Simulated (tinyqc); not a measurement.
# Power transistor in saturation, electro-thermal loop: effect of the drain voltage

One temperature T for the device, T = T0 + Rth P(T), with P(T) = V I0 (T/300 K)^(-al) [1 + kv (T - 300 K)/Vov]^2. The loop gain is Rth dP/dT; a solution is thermally stable when it is below one.

P'(T) = P [-al/T + 2 kv/(Vov + kv (T - 300 K))], G = Rth P'. T is the lowest solution.

Values chosen for this exercise:
```
symbol  value  unit                                 meaning
T0        360     K                     ambient temperature
I0       0.29     A             saturation current at 300 K
al        1.5                      exponent of the mobility
Vov       2.1     V                      overdrive at 300 K
kv        1.4  mV/K  fall of the threshold with temperature
Rth        52   K/W                      thermal resistance
```

Results:
```
V (V),T (K),P (W),G
2,383.27,0.44749,-0.061675
2.7,390.80,0.59232,-0.079498
3.7,401.12,0.79075,-0.10240
5.1,414.82,1.0542,-0.13033
7,432.27,1.3898,-0.16223
9.6,454.46,1.8165,-0.19759
18,517.16,3.0224,-0.27279
```

Estimate the missing row, V = 13 V.

Computed row:
```
V (V),T (K),P (W),G
13,481.22,2.3312,-0.23365
```

With this row back in the table: As V goes from 2 to 18 V, T rises from 383.3 to 517.2 K, the power rises from 0.447 to 3.02 W and the loop gain falls from -0.0617 to -0.273.

Computed by the program tinyqc: `OMP_NUM_THREADS=1 python tinyqc.py 2520125 2520126 out.jsonl`, one thread of a shared Intel Xeon 2.30GHz, about 0.01 s for the whole run.
